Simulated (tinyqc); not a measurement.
ROHF in the sto-3g basis, for H3, spin multiplicity 2, step by step. One step of it, computed by the program tinyqc.

Question. Iteration 1: Roothaan effective Fock matrix. With projectors Pc = D(beta) S, Po = (D(alpha) - D(beta)) S, Pv = 1 - D(alpha) S, the block xy is Px^T F Py; with Fc = (F(alpha) + F(beta))/2, the blocks are Fc for cc, oo, vv and cv, F(beta) for co and F(alpha) for ov.

F(alpha) (hartree), order 1H 1s, 2H 1s, 3H 1s:
$$\begin{pmatrix}
-0.426381 & -0.524181 & -0.524225 \\
-0.524181 & -0.440284 & -0.186106 \\
-0.524225 & -0.186106 & -0.440272
\end{pmatrix}$$

F(beta) (hartree), order 1H 1s, 2H 1s, 3H 1s:
$$\begin{pmatrix}
-0.372127 & -0.441723 & -0.441779 \\
-0.441723 & -0.068439 & -0.269489 \\
-0.441779 & -0.269489 & -0.068534
\end{pmatrix}$$

D(alpha) at the start, order 1H 1s, 2H 1s, 3H 1s:
$$\begin{pmatrix}
0.323555 & 0.189453 & 0.189500 \\
0.189453 & 0.726425 & -0.504452 \\
0.189500 & -0.504452 & 0.726314
\end{pmatrix}$$

D(beta) at the start, order 1H 1s, 2H 1s, 3H 1s:
$$\begin{pmatrix}
0.323555 & 0.189459 & 0.189493 \\
0.189459 & 0.110938 & 0.110959 \\
0.189493 & 0.110959 & 0.110979
\end{pmatrix}$$

overlap S, order 1H 1s, 2H 1s, 3H 1s:
$$\begin{pmatrix}
1.000000 & 0.544780 & 0.544830 \\
0.544780 & 1.000000 & 0.187535 \\
0.544830 & 0.187535 & 1.000000
\end{pmatrix}$$

Give: effective F.

Answer.

effective F (hartree), order 1H 1s, 2H 1s, 3H 1s:
$$\begin{pmatrix}
-0.399 & -0.483 & -0.483 \\
-0.483 & -0.254 & -0.228 \\
-0.483 & -0.228 & -0.254
\end{pmatrix}$$
